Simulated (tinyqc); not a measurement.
Effective mass of the split-off band from tabulated energies: one step. Least squares over all points. Four cases, with inputs chosen for the exercise.

Problem. Fit E = a k^2 (a = sum k^2 E/sum k^4), then E = a k^2 + b k^4 from the normal equations; E in eV; m = c/a.

c = hbar^2/2m0.
Constants: hbar^2/2m0 = 3.80998211 eV angstrom^2.

Give: sums of k^4, k^6, k^8; sums of k^2 E, k^4 E; a, one term; a and b, two terms; m, one and two terms.

Case 1.

Energies along [110], from the band edge downward:
```
k (1/angstrom)    E (meV)
0.0000000        0.000000
0.0036000        0.573000
0.0072000        2.304100
0.0108000        5.230300
0.0144000        9.413000
0.0180000       14.937800
0.0216000       21.912700
0.0252000       30.465400
0.0288000       40.737200
```

reference mass (curvature of the model at k = 0.0001 1/angstrom) = 0.0863335 m0

Solution.

sums of k^4, k^6, k^8: 1.4734e-06  9.7294e-10  6.9638e-13

sums of k^2 E, k^4 E: 7.0888e-05  4.7132e-08

a, one term = 48.113 eV angstrom^2

a and b, two terms: 44.18  5952

m, one and two terms (m0): 0.07919  0.08623

The parabola over all points errs by -8.3 % because the weights k^4 favour the outer points; the second term brings the error to -0.1 %.

Case 2.

Energies along [110], from the band edge downward:
```
k (1/angstrom)    E (meV)
0.0000000        0.000000
0.0072000        1.192600
0.0144000        4.820200
0.0216000       11.033100
0.0288000       20.083600
0.0360000       32.323000
0.0432000       48.186200
0.0504000       68.151300
0.0576000       92.670400
```

reference mass (curvature of the model at k = 0.0001 1/angstrom) = 0.1661879 m0

Solution.

sums of k^4, k^6, k^8: 2.3574e-05  6.2268e-08  1.7827e-10

sums of k^2 E, k^4 E: 0.00063526  1.6984e-06

a, one term = 26.948 eV angstrom^2

a and b, two terms: 23.05  1476

m, one and two terms (m0): 0.14138  0.16531

The parabola over all points errs by -14.9 % because the weights k^4 favour the outer points; the second term brings the error to -0.5 %.

Case 3.

Energies along [110], from the band edge downward:
```
k (1/angstrom)    E (meV)
0.0000000        0.000000
0.0044000        0.701100
0.0088000        2.808600
0.0132000        6.334700
0.0176000       11.299200
0.0220000       17.728700
0.0264000       25.655100
0.0308000       35.114300
0.0352000       46.143900
```

reference mass (curvature of the model at k = 0.0001 1/angstrom) = 0.1052563 m0

Solution.

sums of k^4, k^6, k^8: 3.2878e-06  3.2433e-09  3.4677e-12

sums of k^2 E, k^4 E: 0.00012178  1.2035e-07

a, one term = 37.040 eV angstrom^2

a and b, two terms: 36.24  810.8

m, one and two terms (m0): 0.10286  0.10513

The parabola over all points errs by -2.3 % because the weights k^4 favour the outer points; the second term brings the error to -0.1 %.

Case 4.

Energies along [110], from the band edge downward:
```
k (1/angstrom)    E (meV)
0.0000000        0.000000
0.0055000        0.683400
0.0110000        2.750000
0.0165000        6.250000
0.0220000       11.267300
0.0275000       17.920200
0.0330000       26.360800
0.0385000       36.771200
0.0440000       49.357000
```

reference mass (curvature of the model at k = 0.0001 1/angstrom) = 0.1689982 m0

Solution.

sums of k^4, k^6, k^8: 8.0269e-06  1.2372e-08  2.0669e-11

sums of k^2 E, k^4 E: 0.00019983  3.1044e-07

a, one term = 24.895 eV angstrom^2

a and b, two terms: 22.55  1523

m, one and two terms (m0): 0.15304  0.16898

The parabola over all points errs by -9.4 % because the weights k^4 favour the outer points; the second term brings the error to 0.0 %.

Computed by tinyqc, one run a case: `OMP_NUM_THREADS=1 python tinyqc.py N N+1 out.jsonl` with N = 1880411, 1880430, 1880674, 1880767; one thread of a shared Intel(R) Xeon(R) Processor @ 2.30GHz, about 0.01 s a run at most.
